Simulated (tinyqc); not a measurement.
# Surface photovoltage measurement of the minority-carrier diffusion length in a wafer, step by step

A worked calculation. Computed by tinyqc, a small Python program that keeps every step. Command: `OMP_NUM_THREADS=1 python tinyqc.py 3130242 3130243 out.jsonl spv walk`. One thread of a shared host (Intel(R) Xeon(R) Processor @ 2.30GHz), about 0.01 s of CPU time with the checks. Intermediate numbers are printed to about 6 digits and carried at full precision; extremes and crossings named in words are read from the listed rows.

Low injection, steady light, a depletion layer much thinner than 1/alpha and L. The excess density dn is taken at the front edge of the neutral region; light that reaches the back is lost.

Inputs (values chosen for the exercise, modelled on p-type silicon at room temperature):

| quantity | value | unit |
|---|---|---|
| diffusion length L | 25 | micrometre |
| wafer thickness W | 775 | micrometre |
| diffusivity D | 30.3 | cm^2/s |
| front recombination velocity S_f | 310 | cm/s |
| back recombination velocity S_b | 30000 | cm/s |
| photon flux entering | 1.9e+12 | 1/(cm^2 s) |
| minority density at the surface barrier scale n_0 | 8.1e+08 | 1/cm^3 |
| temperature T | 298 | K |
| wavelength | 947 | nm |
| relative noise of each reading | 1 | % |
| diffusion length after pair splitting over L | 0.58 | - |
| iron factor C | 1.05e+16 | micrometre^2/cm^3 |

Constants: k_B = 8.617333262e-05 eV/K.

## One wavelength

alpha = (84.732/lambda - 76.417)^2 per cm with lambda in micrometre (an empirical fit for silicon between 0.7 and 1.05 micrometre). Thick wafer: dn = Phi L/((S_f + D/L)(L + 1/alpha)). Finite wafer, with s = S_b L/D, w = W/L, a = alpha L: dn = [Phi a/(a^2 - 1)] [a - B - exp(-alpha W)(a - s)/(cosh w + s sinh w)]/(S_f + B D/L), B = (sinh w + s cosh w)/(cosh w + s sinh w). Photovoltage V = (k_B T/e) ln(1 + dn/n_0). Lifetime = L^2/D.

alpha = 170.489 1/cm

penetration depth 1/alpha = 58.6549 micrometre

dn, thick wafer = 4.56805e+07 1/cm^3

B = 1

dn, finite wafer = 4.56805e+07 1/cm^3

photovoltage V = 1.40886 mV

lifetime = 0.206271 microsecond

## The linear plot

normal deviates g for the noise: 0.12  0.79  -0.37  0.20  -0.18  -0.68  1.02

Readings y = (Phi/dn) (1 + noise x g) at 780, 830, 880, 920, 950, 975 and 995 nm; a least-squares line y = c (1/alpha + L_app) gives L_app = intercept/slope.

Readings:

| lambda (nm) | 1/alpha (micrometre) | y (cm/s) | line (cm/s) |
|---|---|---|---|
| 780 | 9.636 | 17241.9 | 17137.5 |
| 830 | 15.176 | 20133.3 | 19910.9 |
| 880 | 25.330 | 24931.4 | 24994.5 |
| 920 | 40.658 | 32710.2 | 32668.4 |
| 950 | 61.278 | 42820.4 | 42992.3 |
| 975 | 90.917 | 57242.2 | 57831.2 |
| 995 | 130.888 | 78297.9 | 77842.6 |

slope = 500.655 cm/(s micrometre)

apparent length L_app = 24.5937 micrometre

error of L_app (rounded to 0.001) = -1.625 %

At W/L = 31.0 the finite thickness shifts L_app by less than 0.05 %. S_f scales all readings alike and leaves L_app unchanged.

## Where the wafer is too thin

No noise; L is varied at fixed W, and the last two columns set S_b to 0 and to 1e7 cm/s.

Apparent length (micrometre):

| L | W/L | given S_b | S_b = 0 | S_b = 1e7 |
|---|---|---|---|---|
| 38.8 | 19.9742 | 38.800 | 3.88000e+01 | 38.800 |
| 77.5 | 10.0000 | 77.500 | 7.75001e+01 | 77.500 |
| 155.0 | 5.0000 | 154.900 | 1.55100e+02 | 154.887 |
| 232.0 | 3.3405 | 230.090 | 2.33971e+02 | 229.923 |
| 388.0 | 1.9974 | 360.917 | 4.17454e+02 | 359.551 |
| 620.0 | 1.2500 | 483.008 | 7.94476e+02 | 479.051 |
| 1010.0 | 0.7673 | 571.428 | 1.75591e+03 | 564.620 |
| 1630.0 | 0.4755 | 615.976 | 4.06370e+03 | 607.415 |
| 3100.0 | 0.2500 | 638.996 | 1.19646e+04 | 629.446 |

With a fast back surface L_app levels off, at 629 micrometre in the last row; with a passive one it reaches up to 3.86 times L among these rows and is 12000 in the last. All three columns are within 5 % of L down to W/L = 3.3.

## Iron from two lengths

Splitting iron-boron pairs in boron-doped silicon shortens L; with nothing else changing, [Fe] = C (1/L_after^2 - 1/L^2). It is evaluated with the true lengths and with the apparent ones (without noise), which differ when the wafer is not thick against L.

L_after = 14.5 micrometre

[Fe] from the true lengths = 3.31405e+13 1/cm^3

[Fe] from the apparent lengths = 3.31405e+13 1/cm^3

bias, apparent over true less 1 (rounded to 0.001) = 0 %

Checks made by the program: dn against a finite-difference solution (relative difference 5e-06).
